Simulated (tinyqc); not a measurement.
Space-charge-limited current through a thin insulating or semi-insulating film with traps. From one set of inputs to another, one input at a time. Computed by tinyqc, a small Python program. Command: `OMP_NUM_THREADS=1 python tinyqc.py 3025497 3025498 out.jsonl sclc ladder`. One thread of a shared host (Intel(R) Xeon(R) Processor @ 2.30GHz), about 0.01 s of CPU time with the checks.

One ohmic injecting contact at x = 0 (field zero), drift only, non-degenerate free carriers.

The inputs printed are set A. Set A is modelled on amorphous silicon; the values taken over come from a set modelled on HfO2. Inputs not listed in the table keep their values of set A, so the rows need not describe a real material.

Inputs (values chosen for the exercise, modelled on amorphous silicon):
```
quantity                                            value        unit
permittivity eps                                     11.8           -
band mobility mu                                      4.1  cm^2/(V s)
effective density of states N_c                   2.1e+20      1/cm^3
trap density N_t                                  4.3e+15      1/cm^3
equilibrium Fermi level below the band edge, E_0     0.65          eV
thickness d                                          2200          nm
free density at the anode, in units of N_c        5.5e-07           -
temperature T                                         300           K
characteristic temperature T_c                       1600           K
```

Traps: exponential tail.

Constants: k_B = 8.617333262e-05 eV/K; e = 1.602176634e-19 C; eps_0 = 8.8541878128e-12 F/m.

Method:
- Free density n_0 = N_c exp(-E_0/k_B T) in equilibrium; trapped density n_t(n) = N_t (n/N_c)^(T/T_c) (the low-temperature form).
- theta = n/(n + n_t) at the anode density; trap-filled-limit voltage V_TFL = e (N_t - n_t(n_0)) d^2/(2 eps eps_0).
- J = e mu n F and (eps eps_0/e) dF/dx = n - n_0 + n_t(n) - n_t(n_0) = rho(n). With F = J/(e mu n): d = (eps eps_0 J/(e^2 mu)) I_1 and V = (eps eps_0 J^2/(e^3 mu^2)) I_2, I_k = int_(n_L)^infinity dn/(n^(k+1) rho(n)), n_L the density at the anode; with u = n_L/n, 200 Gauss-Legendre points in t, u = 1 - (1 - t)^2.
- Anode field J/(e mu n_L); Mott-Gurney current (9/8) eps eps_0 mu V^2/d^3; ohmic current e n_0 mu V/d.

Each row keeps all changes above it:
```
input moved                                    from       to  current density J (A/cm^2)  voltage V (V)  V_TFL (V)
set A                                             -        -                  1.4497e+00         2.5886     15.814
free density at the anode, in units of N_c  5.5e-07  1.5e-09                  5.1758e-04         0.3102     15.814
thickness d (nm)                               2200      820                  1.9292e-04         0.0431      2.197
trap density N_t (1/cm^3)                   4.3e+15  1.5e+16                  6.6714e-04         0.1486      7.664
permittivity eps                               11.8       22                  3.5783e-04         0.0797      4.111
band mobility mu (cm^2/(V s))                   4.1    0.061                  5.3238e-06         0.0797      4.111
temperature T (K)                               300      350                  1.4832e-06         0.0243      4.111
```

Current density J goes from 1.45 to 1.48e-6, a factor 1.02e-6 in all. The largest single move comes from free density at the anode, in units of N_c (a factor 3.57e-4), and trap density N_t works against it (a factor 3.46). Voltage V goes from 2.59 to 0.0243, a factor 0.00941 in all. The largest single move comes from free density at the anode, in units of N_c (a factor 0.120), and trap density N_t works against it (a factor 3.45). V_TFL goes from 15.8 to 4.11, a factor 0.260 in all. The largest single move comes from thickness d (a factor 0.139), and trap density N_t works against it (a factor 3.49). The single moves hold for this order of the switches; the total does not depend on the order.

Caution (rows thickness d, trap density N_t, permittivity eps, band mobility mu, temperature T): V is below 10 k_B T/e, where diffusion from the contact, left out here, dominates.

Extremes, crossings and ranges named in words are read from the listed rows.
